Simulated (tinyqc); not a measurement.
Kinetic Monte Carlo and master equation for a particle on a ring of sites with traps and bias: one step, computed by the program tinyqc.

5 sites on a ring, numbered 1 to 5. The saddle between i and i+1 lies at E0 + s b_i and site i at s eps_i; a force F tilts the landscape, with the saddle half-way.

Problem. Twelve steps of the residence-time algorithm. Start on site 1 at t = 0. Hop right if r1 is below the share right, else left; advance the clock by -ln(r2) times the mean stay.

Inputs (values chosen for the exercise, for a model defect): temperature T = 540 K.

Disorder: random barriers.

Random numbers:
```
step      r1      r2
1     0.2633  0.2056
2     0.3756  0.1231
3     0.4390  0.4616
4     0.4252  0.7732
5     0.2533  0.5825
6     0.9327  0.8208
7     0.5527  0.3209
8     0.0211  0.0913
9     0.3907  0.5117
10    0.0751  0.9285
11    0.0257  0.5582
12    0.8690  0.7803
```

Rates, shares of right hops and mean stays:
```
site  k right (1/s)  k left (1/s)  share right  mean stay (s)
1      1.084953e+07       3092917    0.7781654   7.172343e-08
2      2.118892e+06       1126473    0.6528978   3.081318e-07
3      3.388877e+07        219998    0.9935501   2.931798e-08
4      1.316459e+07       3518566    0.7890946   5.994071e-08
5      2.978916e+07       1366838    0.9561292   3.209655e-08
```

Give: Trajectory.

Solution.

Trajectory:
```
step  site    hop    wait (s)   clock (s)  net hops
1        1  right  1.1345e-07  1.1345e-07         1
2        2  right  6.4546e-07  7.5892e-07         2
3        3  right  2.2664e-08  7.8158e-07         3
4        4  right  1.5418e-08  7.9700e-07         4
5        5  right  1.7346e-08  8.1434e-07         5
6        1   left  1.4164e-08  8.2851e-07         4
7        5  right  3.6482e-08  8.6499e-07         5
8        1  right  1.7168e-07  1.0367e-06         6
9        2  right  2.0645e-07  1.2431e-06         7
10       3  right  2.1750e-09  1.2453e-06         8
11       4  right  3.4948e-08  1.2802e-06         9
12       5  right  7.9624e-09  1.2882e-06        10
```
